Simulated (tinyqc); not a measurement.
# Hole mobility in a silicon inversion layer, empirical terms and Matthiessen rule: effect of the inversion density

Inversion layer of sheet density Ns on a uniformly doped body, under a high-permittivity gate with an interlayer. The mobility terms are empirical power laws with prefactors chosen for the exercise; adding their inverses (Matthiessen) is itself an approximation.

ni = sqrt(Nc Nv) exp(-Eg/(2 Vt)), Eg in volts; Ndep = sqrt(2 eps0 eps_r Nb (2 Vt ln(Nb/ni) + Vsb)/q); E = q (Ndep + eta Ns)/(eps0 eps_r), in MV/cm. With t = T/(300 K): muC = Ac (Ns/1e12 cm^-2) t/(Nb/1e17 cm^-3 + Nit/1e11 cm^-2), muP = Ap E^(-1/3) t^(-1.75), muS = As E^(-gs), muR = Ar exp(2 ti/lr)/t; 1/mu is the sum of the inverses.

Parameters, values chosen for the exercise; material values close to those of silicon: temperature T = 325 K; band gap Eg = 1.14 eV; relative permittivity of the semiconductor eps_r = 11.8; conduction-band density of states at T Nc = 3.17e19 cm^-3; valence-band density of states at T Nv = 2.94e19 cm^-3; body doping Nb = 1.1e17 cm^-3; reverse body bias Vsb = 1 V; weight of the inversion charge in the effective field eta = 0.3333; phonon-limited mobility at 1 MV/cm and 300 K Ap = 138 cm^2/(V s); roughness-limited mobility at 1 MV/cm As = 458 cm^2/(V s); exponent of the roughness term gs = 1.3; Coulomb prefactor Ac = 1600 cm^2/(V s); charge at the interface Nit = 4.9e11 cm^-2; remote-phonon mobility without interlayer Ar = 250 cm^2/(V s); interlayer thickness ti = 0.4 nm; decay length of remote phonons lr = 0.8 nm.

Constants: q = 1.602176634e-19 C, kB = 1.380649e-23 J/K, Vt = kB T/q, eps0 = 8.8541878128e-14 F/cm where lengths are in cm. Results are converted to the units shown.

The same in every row: muR (cm^2/(V s)) = 627.30.

Effect of the inversion density:
```
Ns (cm^-2),E (MV/cm),muC (cm^2/(V s)),muP (cm^2/(V s)),muS (cm^2/(V s)),mu (cm^2/(V s))
2e11,0.25835,57.778,188.36,2660.7,40.672
3.6e11,0.26652,104.00,186.41,2555.1,58.943
6.3e11,0.28032,182.00,183.30,2392.8,77.148
1.1e12,0.30435,317.78,178.34,2150.2,92.479
2e12,0.35035,577.78,170.17,1790.7,102.46
3.6e12,0.43212,1040.0,158.68,1363.2,104.26
6.3e12,0.57012,1820.0,144.67,950.84,98.937
1.1e13,0.81035,3177.8,128.67,602.00,88.171
2e13,1.2703,5777.8,110.77,335.56,72.593
```

What does the table show?

As Ns goes from 2e11 to 2e13 cm^-2, E rises from 0.258 to 1.27 MV/cm and mu goes from 40.7 through a maximum of 104 (at Ns = 3.6e12 cm^-2 among the rows listed) to 72.6 cm^2/(V s). The smallest term is the Coulomb one in the first row and the phonon one in the last. Screening lifts the Coulomb term as Ns grows while the field presses the carriers to the interface, hence the maximum.

tinyqc, about 0.01 s, one thread, Intel Xeon 2.30GHz (shared host): `OMP_NUM_THREADS=1 python tinyqc.py 2510113 2510114 out.jsonl`
